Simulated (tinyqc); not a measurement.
# From exact correction back to edge of the cubic cell L

Model: correction of a charged-defect supercell by a model charge and potential alignment (plane-averaged potentials). Computed by tinyqc, a small Python program. Command: `OMP_NUM_THREADS=1 python tinyqc.py 3112970 3112971 out.jsonl align inv`. One thread of a shared host (Intel(R) Xeon(R) Processor @ 2.30GHz), about 0.03 s of CPU time with the checks.

The "true" defect charge is (1 - x) q in a Gaussian of width sigma plus x q in one of width sigma_t, so the exact answer is known; the correction sees only a single model Gaussian of width sigma_m. A Gaussian of width s has the transform rho(G) = exp(-G^2 s^2/2), normalised to 1. A uniform background cancels q, so G = 0 is left out. Potentials are those felt by a unit positive charge. E_0 is the formation energy of the isolated defect, E_cell its value in the supercell, E_lat = E_iso - E_per of the model charge, C the true less the model potential far from the defect; the exact correction is E_0 - E_cell, and the error of a scheme is E_cell plus its correction less E_0.

Inputs (values chosen for the exercise, with screening close to that of silicon):
```
quantity                                     value      unit
defect charge q                                  1         e
dielectric constant eps                       11.9         -
width sigma of the true defect charge          1.3  angstrom
share x of the charge in a wide tail             0         -
width sigma_t of the tail                      2.6  angstrom
formation energy of the isolated defect E_0   1.24        eV
```

Constants: e^2/(4 pi eps_0) = 14.39964548 eV angstrom.

Method. Periodic energy E_per = (2 pi q^2/(eps L^3)) (e^2/(4 pi eps_0)) sum_(G != 0) rho(G)^2/G^2, G = (2 pi/L)(n1, n2, n3), |n_i| <= 16. Isolated energy: two Gaussians of charges q_a, q_b and widths a, b interact by q_a q_b (e^2/(4 pi eps_0 eps)) sqrt(2/pi)/sqrt(a^2 + b^2), and the self-energy is half the sum over pairs. Supercell value E_cell = E_0 + E_per - E_iso for the true charge.

Problem. A run gave the result below. Find the edge of the cubic cell L, known to lie between 16 and 25 angstrom.

exact correction = 0.09765638 eV

Solution.

Each step takes the trial c = (a f_b - b f_a)/(f_b - f_a), f being the result less the target and a, b, c the logarithms of the listed values; c replaces end b, the old b replaces a if the sign of f changed, and otherwise f_a is halved.

Scan of the range:
```
edge of the cubic cell L (angstrom)  exact correction (eV)
16.0                                              0.104153
17.2                                              0.097280
18.6                                              0.090296
20.0                                              0.084226
21.5                                              0.078551
23.2                                              0.072964
25.0                                              0.067843
```

False position (Illinois rule, in the logarithm of the input) inside the bracket:
```
step    end a    end b    trial  exact correction (eV)
1     16.0000  17.2000  17.1320              0.0976458
2     16.0000  17.1320  17.1282              0.0976663
3     17.1320  17.1282  17.1300              0.0976564
4     17.1282  17.1300  17.1300              0.0976564
```

Exact correction falls at every point of a 13-point scan of the range (every second point is shown), so one value fits; it is bracketed by 16.0 and 17.2. Answer: edge of the cubic cell L = 17.13 angstrom.
